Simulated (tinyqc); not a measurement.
Image-sensor pixel with a pinned photodiode, signal and noise: Signal-to-noise ratio against light level.

A buried n layer between a heavily doped p+ surface layer and a p layer is emptied into a floating diffusion, read through a source follower with correlated double sampling (reset noise cancelled). One-dimensional abrupt junctions; no blooming, lag or crosstalk.

conversion gain CG = q As/Cf; read noise in electrons vn/CG. QE = (1 - Rf)[exp(-al x1) - exp(-al x2)]. ni = sqrt(Nc Nv) exp(-Eg/(2 Vt)), Eg in volts; dark rates ni Wd A/tg (generation) and Jd ni^2 A (diffusion). Signal S = QE Ph; variance = S + dark rate x ti + (vn/CG)^2 + (pr S)^2; SNR = 20 log10(S/noise). The slope is d ln(S/noise)/d ln S.

Parameters, values chosen for the exercise; material values close to those of silicon:
```
symbol    value            unit                                     meaning
T           333               K                                 temperature
Eg         1.12              eV                                    band gap
Nc      3.25e19           cm^-3      conduction-band density of states at T
Nv      3.05e19           cm^-3         valence-band density of states at T
A          0.34            um^2                             photodiode area
Cf          2.6              fF              floating-diffusion capacitance
As         0.88                                        source-follower gain
vn          280              uV                    read noise at the output
al       0.0547            1/um  absorption coefficient (light near 850 nm)
Rf         0.22                             optical loss before the silicon
x1         0.07              um                                  dead layer
x2            3              um                         depth of collection
tg       0.0053               s                         generation lifetime
Wd          0.8              um                              depleted depth
Jd        1.3e6  x 1e-20 cm^4/s                diffusion dark flux per ni^2
pr          0.6               %                         gain non-uniformity
ti          100              ms                                    exposure
```

Constants: q = 1.602176634e-19 C, kB = 1.380649e-23 J/K, Vt = kB T/q. Results are converted to the units shown.

Result of one run:

| S (electrons) | noise (electrons) | SNR (dB) | slope |
|---|---|---|---|
| 2.416 | 5.447 | -7.059 | 0.9593 |

Which photons on the photodiode per exposure Ph gave this result: 21, 52, 780 or 11000?

Ph = 21.

The whole series:

| Ph | S (electrons) | noise (electrons) | SNR (dB) | slope |
|---|---|---|---|---|
| 8.7 | 1.001 | 5.315 | -14.50 | 0.9823 |
| 21 | 2.416 | 5.447 | -7.059 | 0.9593 |
| 52 | 5.983 | 5.765 | 0.3230 | 0.9099 |
| 130 | 14.96 | 6.498 | 7.243 | 0.8226 |
| 320 | 36.82 | 8.008 | 13.25 | 0.7121 |
| 780 | 89.75 | 10.83 | 18.37 | 0.6149 |
| 1900 | 218.6 | 15.74 | 22.86 | 0.5516 |
| 4700 | 540.8 | 24.05 | 27.04 | 0.5145 |
| 11000 | 1266 | 36.75 | 30.74 | 0.4887 |

The SNR rises from -14.5 to 30.7 dB, and the slope falls from 0.982 to 0.489: 1 where read and dark noise rule, 1/2 for photon shot noise, 0 at the ceiling 1/pr = 44.4 dB. Shot noise equals the noise floor at S = 27.3 electrons and the non-uniformity at S = 27800.

Program tinyqc, `OMP_NUM_THREADS=1 python tinyqc.py 2630108 2630109 out.jsonl`; Intel Xeon 2.30GHz, shared host, one thread, about 0.01 s.
